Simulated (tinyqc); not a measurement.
Capacitances against the space between lines.

Endless row of lines of width wl, height tl and space sl between grounded planes at distance hd; e2 fills the gaps beside the lines, e1 the rest. Laplace's equation is solved on meshes of 3, 6 and 12 steps per unit u and extrapolated (Aitken), which is good to about 0.2 %. C_even (all lines at 1 V) is the capacitance Cg to the planes; C_odd (neighbours in antiphase) = Cg + 4 Cc if only nearest neighbours couple, which defines Cc; total with quiet neighbours Cg + 2 Cc. Plate values 2 eps0 e1 wl/hd and eps0 e2 tl/sl.

Values chosen for this exercise: relative permittivity above and below the lines e1 = 3; relative permittivity between the lines e2 = 1; line width, in units u wl = 6 u; line height tl = 10 u; distance to each plane hd = 4 u.

Constants: eps0 = 8.8541878128e-12 F/m. Results are converted to the units shown.

The same in every row: plate Cg (aF/um) = 79.7.

Capacitances against the space between lines:
columns A: sl (u); B: Cg (aF/um); C: Cc (aF/um); D: Cg + 2 Cc (aF/um); E: C_odd (aF/um); F: plate Cc (aF/um); G: share of coupling, 2 Cc/(Cg + 2 Cc) (%)
```
A     B      C    D    E     F      G
2   103   61.1  225  347  44.3   54.3
4   120   28.5  177  234  22.1   32.3
6   132   16.1  164  196  14.8   19.7
8   140   9.71  159  179  11.1   12.2
12  150   3.73  157  165  7.38   4.75
16  154   1.47  157  160  5.53   1.88
24  156  0.231  157  157  3.69  0.295
```

What does the comparison show?

As sl goes from 2 to 24, Cg rises from 103 to 156 aF/um, Cc falls from 61.1 to 0.231 aF/um and the share of coupling falls from 54.3 to 0.295 %. Cg is 1.29 times its plate value in the first row and 1.96 times in the last; for Cc the ratios are 1.38 and 0.0626. Neighbours in antiphase raise the load by a factor of 1.54 and 1.00 over quiet ones.

tinyqc, about 0.8 s, one thread, Intel Xeon 2.30GHz (shared host): `OMP_NUM_THREADS=1 python tinyqc.py 2790144 2790145 out.jsonl`
